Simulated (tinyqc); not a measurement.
Isotherms: adsorption as a lattice gas: isotherms with interactions, competition, desorption peaks and saturation dose. Computed by tinyqc, a small Python program. Command: `OMP_NUM_THREADS=1 python tinyqc.py 3015806 3015807 out.jsonl adsorb walk`. One thread of a shared host (Intel(R) Xeon(R) Processor @ 2.30GHz), about 0.1 s of CPU time with the checks.

One adsorbate per site; a molecule needs 1 empty site. Gas and surface have the same temperature.

Inputs (values chosen for the exercise, for a model surface):

| quantity | value | unit |
|---|---|---|
| desorption energy E | 1 | eV |
| prefactor nu | 6.3e+13 | 1/s |
| pair energy w (positive repels) | -0.0088 | eV |
| neighbours z | 4 | - |
| site density N_s | 3.7 | 1/nm^2 |
| molecular mass M | 67.1 | u |
| sticking coefficient s0 | 0.17 | - |
| temperature T | 463 | K |
| pressure p | 23 | Pa |
| blocking by a second gas, K_B p_B | 0.062 | - |

Adsorption: molecular (first order).

Constants: u = 1.6605390666e-27 kg; k_B = 1.380649e-23 J/K; k_B = 8.617333262e-05 eV/K.

Method. Flux F = p/sqrt(2 pi M k_B T); k_d = nu exp(-E/(k_B T)); s0 F (1 - theta) = N_s k_d theta, so y = s0 F/(N_s k_d), theta = y/(1 + y). With a second gas on the same sites theta = y/(1 + y + K_B p_B). With u = w/(k_B T). Mean field: theta/(1 - theta) = y exp(-z u theta). Quasi-chemical: theta/(1 - theta) = y [(r - 1 + 2 theta)(1 - theta)/((r + 1 - 2 theta) theta)]^(-z/2) exp(-z u/2), r = sqrt(1 - 4 theta (1 - theta)(1 - exp(-u))).

u = -0.220561

Coverage; the first column is ln y - z u/2:

| ln y - z u/2 | no interaction | mean field | quasi-chemical |
|---|---|---|---|
| -5.0 | 0.00432 | 0.00433 | 0.00433 |
| -3.0 | 0.03103 | 0.03189 | 0.03199 |
| -2.0 | 0.08009 | 0.08585 | 0.08641 |
| -1.0 | 0.19137 | 0.22380 | 0.22571 |
| -0.5 | 0.28067 | 0.34623 | 0.34808 |
| 0.0 | 0.39147 | 0.50000 | 0.50000 |
| 0.5 | 0.51472 | 0.65377 | 0.65192 |
| 1.0 | 0.63619 | 0.77620 | 0.77429 |
| 2.0 | 0.82619 | 0.91415 | 0.91359 |
| 3.0 | 0.92817 | 0.96811 | 0.96801 |
| 5.0 | 0.98963 | 0.99567 | 0.99567 |

What does the comparison show, and why?

At half coverage the slope d theta/d ln y is 1/4 without interaction, 1/(4 + z u) = 0.321 in mean field and 0.316 in the pair theory, 1/[4 + 2 z (exp(u/2) - 1)]. Attraction steepens the filling towards a step; the two theories differ by at most 0.0019 in these rows.
